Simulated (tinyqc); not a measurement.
Cabrera-Mott growth of a thin oxide under its own electric field: one step, computed by the program tinyqc. Command: `OMP_NUM_THREADS=1 python tinyqc.py 3003676 3003677 out.jsonl cabrera walk`. One thread of a shared host (Intel(R) Xeon(R) Processor @ 2.30GHz), about 0.01 s of CPU time with the checks.

Electrons cross the film freely and set a fixed potential V across it; the field V/x lowers the barrier for ions entering the oxide.

Question. Limiting thickness. Growth counts as stopped when u exp(X1/x) falls to 1e-5 angstrom/s: x_L = X1/ln(1e-5/u), defined while u is below that rate; the critical temperature is T_c = W/(k_B ln(u0/1e-5)).

Inputs (values chosen for the exercise, for a model metal): barrier W = 1.8 eV; prefactor u0 = N Omega nu = 2.1e+12 angstrom/s; temperature T = 500 K.

Backward hops: kept.

u = 1.510142e-06 angstrom/s

X1 = 248.5688 angstrom

Constants: k_B = 8.617333262e-05 eV/K.

Give: limiting thickness x_L; critical temperature T_c.

Answer.

limiting thickness x_L = 131.49 angstrom

critical temperature T_c = 523.70 K
